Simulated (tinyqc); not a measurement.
## Bulk resistivity and mean free path from two films

Question. In the thick-film limit single-crystal films obey rho = rho0 (1 + 3 (1 - ps) lam/(8 d)). Find rho0, lam and the product rho0 lam.

Inputs (values chosen for the exercise):
```
symbol  value  unit                               meaning
ps          0        specular share of surface scattering
```

rho at d = 100 and 240 nm (uohm cm): [1.9498375, 1.7982656]

Answer. rho is a straight line in 1/d: the intercept is rho0 and the slope (3/8)(1 - ps) rho0 lam. Without ps only the product (1 - ps) lam could be found.

rho0 = 1.690 uohm cm
lam = 41.00 nm
rho0 lam = 69.29 uohm cm nm

Program tinyqc, `OMP_NUM_THREADS=1 python tinyqc.py 2100055 2100056 out.jsonl`; Intel Xeon 2.30GHz, shared host, one thread, about 0.01 s.
